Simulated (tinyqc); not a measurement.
Inside a calculation. Model: hydrogen passivation and dissociation of interface defects with a spread of activation energies. Computed by tinyqc, a small Python program that keeps every step. Command: `OMP_NUM_THREADS=1 python tinyqc.py 3001769 3001770 out.jsonl passivation walk`. One thread of a shared host (Intel(R) Xeon(R) Processor @ 2.30GHz), about 0.01 s of CPU time with the checks. Intermediate numbers are printed to about 6 digits and carried at full precision; extremes and crossings named in words are read from the listed rows.

Active defects P react as P + H2 -> HP + H and HP -> P + H; released atomic hydrogen is removed. All defects start active. Activation energies are normally distributed, independently for the two reactions.

Inputs (values chosen for the exercise, for a model interface): defect density N_0 = 4.1e+12 cm^-2; mean passivation energy E_f = 1.47 eV; spread s_f = 0.13 eV; prefactor k_f0 = 3.7e-09 cm^3/s; mean dissociation energy E_d = 2.75 eV; spread s_d = 0.064 eV; prefactor k_d0 = 2.1e+13 1/s; dissolved hydrogen [H2] = 1.6e+18 cm^-3; anneal temperature T = 960 K; anneal time t = 73 s.

Ambient: hydrogen.

Constants: k_B = 8.617333262e-05 eV/K.

## Sites at the mean energies

a = k_f0 [H2] exp(-E_f/k_B T), b = k_d0 exp(-E_d/k_B T); the active share of one kind of site is b/(a + b) + (a/(a + b)) exp(-(a + b) t).

passivation rate a = 113.543 1/s

dissociation rate b = 0.0767988 1/s

active share, single energy = 6.75927e-04

steady active share, single energy = 6.75927e-04

## A five-point average

Gauss-Hermite nodes for a unit normal variable, z = 0, +/-1.355626, +/-2.856970 with weights 0.533333, 0.222076, 0.011257; E_f + s_f z is varied at the mean E_d.

Nodes:
```
z            weight  energy (eV)   rate (1/s)  active share
-2.856970  0.011257      1.09859  1.01148e+04   7.59266e-06
-1.355626  0.222076      1.29377  9.55730e+02   8.03497e-05
0.000000   0.533333      1.47000  1.13543e+02   6.75927e-04
1.355626   0.222076      1.64623  1.34892e+01   5.66111e-03
2.856970   0.011257      1.84141  1.27457e+00   5.68302e-02
```

active share, five points = 0.00227536

Caution: the spread exceeds 1.3 k_B T, so the integrand is step-like and five points are a rough average.

## Average over the spread

Full average: z from -5 to 5 in steps of 0.125 with normalised weights exp(-z^2/2), energy = mean + spread x z, over both energies.

active share = 0.00299161

active defects = 1.22656e+10 cm^-2

The spread changes the active share from 6.76e-4 to 0.00299: sites that passivate slowly or dissociate easily weigh most in the average.

## Isochronal anneals

The formulas are those given above.

Same time, other temperatures:
```
T (K)      a (1/s)      b (1/s)  active share, single energy  active share, spread
450    2.03726e-07  3.33868e-18                  9.99985e-01           9.97815e-01
525    4.58082e-05  8.38265e-14                  9.96662e-01           9.46556e-01
600    2.65990e-03  1.67200e-10                  8.23516e-01           6.52880e-01
675    6.26332e-02  6.16296e-08                  1.03359e-02           2.07782e-01
750    7.84073e-01  6.96679e-06                  8.88530e-06           2.21655e-02
825    6.19945e+00  3.33395e-04                  5.37752e-05           1.06039e-03
900    3.47283e+01  8.37331e-03                  2.41051e-04           1.33931e-03
975    1.49241e+02  1.28074e-01                  8.57434e-04           3.60579e-03
1050   5.20754e+02  1.32678e+00                  2.54134e-03           8.48153e-03
1125   1.53820e+03  1.00638e+01                  6.50007e-03           1.77591e-02
```

The active share is lowest, 0.00106, at 825 K of those listed: below, passivation is too slow for this time, and above, dissociation competes. A single energy would promise 8.89e-6 (at 750 K), so among these rows the spread raises the floor by a factor 120.

## Isothermal kinetics

Times are decades about 1/(a + b) of the mean site. The last column is the part of the change still to come; rows stop once it is below 1e-5.

Against time:
```
t (s)     active share, single energy  active share, spread  unreacted part
9.00e-06                  9.98979e-01              0.996553     9.96543e-01
9.00e-05                  9.89833e-01              0.969261     9.69168e-01
9.00e-04                  9.02862e-01              0.808294     8.07719e-01
9.00e-03                  3.60098e-01              0.395792     3.93979e-01
9.00e-02                  7.12126e-04              0.068972     6.61779e-02
9.00e-01                  6.75927e-04              0.005324     2.33985e-03
```

A single energy finishes within about two decades of time. With the spread the unreacted part is 0.97 at 9e-5 s and still 0.066 at 0.09 s, where one energy leaves 3.6e-5: a width of s/k_B T = 1.57 in ln(rate) stretches the decay markedly.

Checks made by the program: the average on a grid twice as fine (relative difference 9e-06).
